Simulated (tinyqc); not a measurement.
RHF in the 6-31g basis, for He, spin multiplicity 1, step by step. One step of it, computed by the program tinyqc.

Question. Iteration 2: diagonalisation and new density. Diagonalise F' = X^T F X, C = X C', fill 1 alpha and 1 beta electrons from the bottom; D = 2 C_occ C_occ^T. Each column has its largest component positive (the first on a tie).

extrapolated F (hartree):
```
           1He 1s     1He 2s
1He 1s  -0.549905  -1.001680
1He 2s  -1.001680  -0.430001
```

X:
```
           1He 1s     1He 2s
1He 1s   1.217774  -0.435508
1He 2s  -0.435508   1.217774
```

Give: F' = X^T F X; orbital energies; coefficients C; D after iteration 2.

Answer.

F' = X^T F X (hartree):
```
         1        2
1   0.1654  -1.1558
2  -1.1558   0.3205
```

orbital energies (hartree): MO1 -0.9154, MO2 1.4013

coefficients C:
```
           MO1      MO2
1He 1s  0.5920  -1.1499
1He 2s  0.5137   1.1869
```

D after iteration 2:
```
        1He 1s  1He 2s
1He 1s  0.7009  0.6082
1He 2s  0.6082  0.5277
```
